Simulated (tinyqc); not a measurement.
Single-band model of a thermoelectric material: one step, computed by the program tinyqc.

One spherical band, one scattering law, no minority carriers and no phonon drag. In a real material minority carriers limit |S| to about E_g/(2 e T), so larger values are formal. eta = E_F/(k_B T) is counted from the band edge; f = 1/(1 + exp(x - eta)).

Problem. Fermi level. With x = E/(k_B T), a = alpha k_B T (0 for a parabolic band), G = x (1 + a x), D = 1 + 2 a x and <y> = int y f (1 - f) dx, f = 1/(1 + exp(x - eta)): tau = tau_0 G^r/D; transport function s = G^(3/2 + r)/D^2; n = N_0 <G^(3/2)> with N_0 = (2 m k_B T)^(3/2)/(3 pi^2 hbar^3). Integrals over x = E/(k_B T) use 160 Gauss-Legendre points in u = sqrt(x) from 0 to sqrt(max(eta, 0) + 32). Solve for eta.

Inputs (values chosen for the exercise, modelled on n-type Mg3Sb2): density-of-states mass m = 1.2 m_0; carrier density n = 7.8e+19 1/cm^3; temperature T = 540 K.

Band: parabolic. Scattering: acoustic phonons, r = -0.5.

Constants: m_0 = 9.1093837015e-31 kg; k_B = 1.380649e-23 J/K; hbar = 1.054571817e-34 J s; k_B = 8.617333262e-05 eV/K.

Give: N_0; reduced Fermi level eta.

Solution.

N_0 = 5.9926e+19 1/cm^3

reduced Fermi level eta = 0.32048
